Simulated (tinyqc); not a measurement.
Matthiessen's rule against the full average: mobility of a non-polar semiconductor in the relaxation-time approximation. Computed by tinyqc, a small Python program. Command: `OMP_NUM_THREADS=1 python tinyqc.py 3013008 3013009 out.jsonl rta walk`. One thread of a shared host (Intel(R) Xeon(R) Processor @ 2.30GHz), about 0.01 s of CPU time with the checks.

Each valley is treated as a sphere of mass m_d for states and rates, with one isotropic relaxation time; the conductivity mass m_c sets the current.

Inputs (values chosen for the exercise, modelled on electrons in germanium): longitudinal mass m_l = 1.57 m_0; transverse mass m_t = 0.0827 m_0; equivalent valleys Z = 4; static permittivity eps_s = 16; density rho = 5323 kg/m^3; sound velocity v_l = 5350 m/s; acoustic deformation potential D_A = 11 eV; phonon energy hbar w = 33 meV; optical or intervalley deformation potential D_o = 5.4 1e8 eV/cm; final valleys Z_f = 3; carrier density n = 1.2e+16 1/cm^3; compensation ratio C = 0; temperature T = 300 K.

Band: parabolic. Impurity formula: Brooks-Herring. Further scattering: none.

Constants: k_B = 8.617333262e-05 eV/K; m_0 = 9.1093837015e-31 kg; e = 1.602176634e-19 C; hbar = 1.054571817e-34 J s; eps_0 = 8.8541878128e-12 F/m; k_B = 1.380649e-23 J/K; hbar = 6.582119569e-16 eV s.

Method:
- m_d = (m_l m_t^2)^(1/3); 1/m_c = (1/m_l + 2/m_t)/3; Hall mass factor A = 3 K_m (K_m + 2)/(2 K_m + 1)^2, K_m = m_l/m_t; N_I = n (1 + C)/(1 - C).
- Parabolic band: E = hbar^2 k^2/(2 m), speed v = hbar k/m, states per spin, volume and energy g(E) = m k/(2 pi^2 hbar^2). Here m = m_d. Masses are multiplied by m_0 and all formulas are in SI units.
- The reduced Fermi level eta = E_F/(k_B T) solves n = 2 Z int g f dE with f = 1/(1 + exp(x - eta)) (Z = 1 unless valleys are given); screening length L_s = sqrt(eps_s eps_0 k_B T/(e^2 dn/deta)), dn/deta = 2 Z int g f (1 - f) dE.
- Integrals over x = E/(k_B T) use 160 Gauss-Legendre points in u = sqrt(x) from 0 to sqrt(max(eta, 0) + 32).
- Phonon occupation N_q = 1/(exp(hbar w/(k_B T)) - 1).
- Acoustic deformation potential (elastic, equipartition, absorption and emission together): 1/tau = 2 pi k_B T D_A^2 g(E)/(hbar rho v_l^2).
- Optical or intervalley deformation potential: 1/tau = (pi Z_f D_o^2/(rho w)) [N_q g(E + hbar w) + (N_q + 1) g(E - hbar w)], with g = 0 below the band edge.
- Each optical term is multiplied by (1 - f(E'))/(1 - f(E)), E' the final energy, for Pauli blocking.
- Singly charged impurities, momentum relaxation: 1/tau = N_I e^4 m (1 + 2 alpha E) Phi/(8 pi (eps_s eps_0)^2 hbar^3 k^3), with alpha = 0 for a parabolic band.
- Brooks-Herring: Phi = ln(1 + b) - b/(1 + b), b = 4 k^2 L_s^2.
- mu = (m_d/m_c) (2 Z e/(3 n k_B T)) int g v^2 tau f (1 - f) dE.
- Averages over x are split at the emission threshold x_0 = hbar w/(k_B T): 64 Gauss-Legendre points in sqrt(x) below it and 128 in sqrt(x - x_0) above it, up to x = max(eta, 0) + 32.
- Rates are added at each energy before the average. With <y> = int g v^2 y f (1 - f) dE: Hall factor r_H = A (3 n k_B T/(2 Z m_d)) <tau^2/(1 + 2 alpha E)>/<tau>^2 (alpha = 0 for a parabolic band); Hall mobility r_H mu; |S| = (k_B/e) (<x tau>/<tau> - eta); resistivity 1/(n e mu).
- Matthiessen's rule adds 1/mu of the separate processes.

acoustic mobility = 6141.96 cm^2/(V s)

optical mobility = 12101.7 cm^2/(V s)

ionised impurity mobility = 195228 cm^2/(V s)

drift mobility mu = 3521.01 cm^2/(V s)

Separate mobilities:
```
process           mu (cm^2/(V s))  share of the sum of 1/mu (%)
acoustic               6.1420e+03                        64.978
optical                1.2102e+04                        32.978
ionised impurity       1.9523e+05                         2.044
```

mobility by Matthiessen's rule = 3990.9 cm^2/(V s)

excess of Matthiessen's rule over the full mu = 13.345 %

What does the comparison show, and why?

The rule gives 3991 against the full 3521, 13.3 % too high; it can only overestimate, since each separate average is carried by the energies where that process is weak. The error is large because acoustic and optical scattering both carry weight and depend on energy in different ways.
